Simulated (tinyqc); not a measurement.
Random telegraph noise from one oxide trap in a small MOSFET: one step of the calculation.

An acceptor-like trap exchanges electrons with the channel. Inversion charge Q = Cox u, u = n Vt W0(exp((Vg - VT)/(n Vt))), W0 the Lambert function, n = nf, Cox = eps0 eox/tox; linear regime Id = (W/L) mu Q Vd. Relative to threshold the surface potential rises by Vt ln(u/u0) and the oxide voltage by the rest of Vg - VT, with u0 = n Vt W0(1).

Problem. Lorentzian spectrum. Spectrum S(f) = 4 dI^2/{(tc + te)[(1/tc + 1/te)^2 + (2 pi f)^2]}; corner fc = (1/tc + 1/te)/(2 pi); variance dI^2 tc te/(tc + te)^2. Give S at f = 0, at fc and at 10 fc.

tc = 11.691697 s
te = 0.68610905 s
dI = 0.063773311 nA

Find: fc; S(0); S(fc); S(10 fc); rms current.

Solution.

fc = 0.2456 Hz
S(0) = 5.520e-22 A^2/Hz
S(fc) = 2.760e-22 A^2/Hz
S(10 fc) = 5.465e-24 A^2/Hz
rms current = 0.01459 nA

The rms value is 0.229 of the step; it reaches its largest share, 1/2, when tc = te.

Range of the model: VT is taken as given; short-channel effects and the uneven flow of current among few electrons are left out.

tinyqc, about 0.01 s, one thread, Intel Xeon 2.30GHz (shared host): `OMP_NUM_THREADS=1 python tinyqc.py 2710022 2710023 out.jsonl`
